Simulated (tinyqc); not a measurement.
From one set of inputs to another, one input at a time: inversion-layer mobility, back-scattering and ballistic limit of a field-effect transistor. Computed by tinyqc, a small Python program. Command: `OMP_NUM_THREADS=1 python tinyqc.py 3026706 3026707 out.jsonl mos ladder`. One thread of a shared host (Intel(R) Xeon(R) Processor @ 2.30GHz), about 0.02 s of CPU time with the checks.

The charge at the top of the source barrier is fixed by the gate; series resistance and short-channel effects are left out. F_j are Fermi integrals normalised to exp(eta) in the classical limit.

The inputs printed are set A. Set A is modelled on a germanium p-channel; the values taken over come from a set modelled on an InGaAs n-channel. Inputs not listed in the table keep their values of set A, so the rows need not describe a real material.

Inputs (values chosen for the exercise, modelled on a germanium p-channel):

| quantity | value | unit |
|---|---|---|
| transport mass m | 0.2 | m_0 |
| valley degeneracy g_v | 1 | - |
| weight w of the inversion charge | 0.333 | - |
| permittivity eps | 16 | - |
| phonon mobility at 1 MV/cm and 300 K, mu_ph | 240 | cm^2/(V s) |
| roughness mobility at 1 MV/cm, mu_sr | 340 | cm^2/(V s) |
| Coulomb mobility at N_inv = 1e12/cm^2, mu_C | 700 | cm^2/(V s) |
| electrical oxide thickness t_inv | 1.2 | nm |
| depletion charge N_dep | 3.6e+12 | 1/cm^2 |
| gate overdrive V_G - V_T | 0.75 | V |
| drain voltage V_D | 0.05 | V |
| channel length L | 330 | nm |
| exponent a of the critical length | 0.7 | - |
| temperature T | 77 | K |

Statistics at the top of the barrier: Fermi-Dirac.

Constants: eps_0 = 8.8541878128e-12 F/m; e = 1.602176634e-19 C; m_0 = 9.1093837015e-31 kg; k_B = 1.380649e-23 J/K; hbar = 1.054571817e-34 J s; k_B = 8.617333262e-05 eV/K.

Method:
- N_inv = 3.9 eps_0 (V_G - V_T)/(e t_inv); effective field E_eff = e (N_dep + w N_inv)/(eps eps_0).
- mu_phonon = mu_ph (E_eff/1 MV/cm)^(-0.3) (T/300 K)^(-1.75); mu_rough = mu_sr (E_eff/1 MV/cm)^(-2); mu_Coulomb = mu_C (N_inv/1e12 cm^-2) (T/300 K); Matthiessen's rule adds 1/mu.
- F_j(eta) = (1/Gamma(j + 1)) int_0^infinity x^j/(1 + exp(x - eta)) dx, F_0 = ln(1 + exp(eta)). Integrals over x = E/(k_B T) use 160 Gauss-Legendre points in u = sqrt(x) from 0 to sqrt(max(eta, 0) + 32).
- Ballistic channel: N_2D = g_v m k_B T/(pi hbar^2), U = e V_D/(k_B T); eta_F solves N_inv = (N_2D/2)[F_0(eta_F) + F_0(eta_F - U)]; v_T = sqrt(2 k_B T/(pi m)); I/W = e (N_2D/2) v_T [F_1/2(eta_F) - F_1/2(eta_F - U)]; injection velocity v_T F_1/2(eta_F)/F_0(eta_F).
- Mean free path lambda = (2 k_B T/e)(mu/v_T) F_0(eta_0)/F_-1/2(eta_0), with eta_0 from N_inv = N_2D F_0(eta_0); critical length l = L (1 + U)^(-a), an empirical rule; back-scattering r = l/(l + lambda). Then eta solves N_inv = (N_2D/2)[(1 + r) F_0(eta) + (1 - r) F_0(eta - U)] and I/W = e (N_2D/2) v_T (1 - r)[F_1/2(eta) - F_1/2(eta - U)].
- Ballistic ratio: I over the ballistic current. Apparent mobility 1/(1/mu + 1/mu_B), mu_B = mu L/lambda.

Each row keeps all changes above it:

| input moved | from | to | current I/W (microampere/micrometre) | effective mobility mu (cm^2/(V s)) | mean free path lambda (nm) |
|---|---|---|---|---|---|
| set A | - | - | 304.08 | 307.9 | 29.31 |
| temperature T (K) | 77 | 200 | 146.65 | 216.7 | 20.72 |
| depletion charge N_dep (1/cm^2) | 3.6e+12 | 6.5e+11 | 217.25 | 345.7 | 33.05 |
| electrical oxide thickness t_inv (nm) | 1.2 | 2.8 | 115.60 | 491.4 | 31.67 |
| roughness mobility at 1 MV/cm, mu_sr (cm^2/(V s)) | 340 | 3000 | 127.30 | 551.1 | 35.52 |
| gate overdrive V_G - V_T (V) | 0.75 | 0.71 | 118.92 | 550.7 | 34.68 |
| phonon mobility at 1 MV/cm and 300 K, mu_ph (cm^2/(V s)) | 240 | 2900 | 289.24 | 1873.4 | 117.98 |
| Coulomb mobility at N_inv = 1e12/cm^2, mu_C (cm^2/(V s)) | 700 | 1500 | 375.61 | 3080.0 | 193.98 |

Current I/W goes from 304 to 376, a factor 1.24 in all. The largest single move comes from phonon mobility at 1 MV/cm and 300 K, mu_ph (a factor 2.43), and temperature T works against it (a factor 0.482). Effective mobility mu goes from 308 to 3080, a factor 10.0 in all. The largest single move comes from phonon mobility at 1 MV/cm and 300 K, mu_ph (a factor 3.40), and temperature T works against it (a factor 0.704). Mean free path lambda goes from 29.3 to 194, a factor 6.62 in all. The largest single move comes from phonon mobility at 1 MV/cm and 300 K, mu_ph (a factor 3.40), and temperature T works against it (a factor 0.707). The single moves hold for this order of the switches; the total does not depend on the order.

Caution (rows set A): the current exceeds the long-channel drift law, so the empirical rule for l, meant for short channels, is too generous here. Caution (rows set A): in a degenerate gas the layer that can return carriers is set by E_F rather than k_B T, so l is underestimated.

Extremes, crossings and ranges named in words are read from the listed rows.
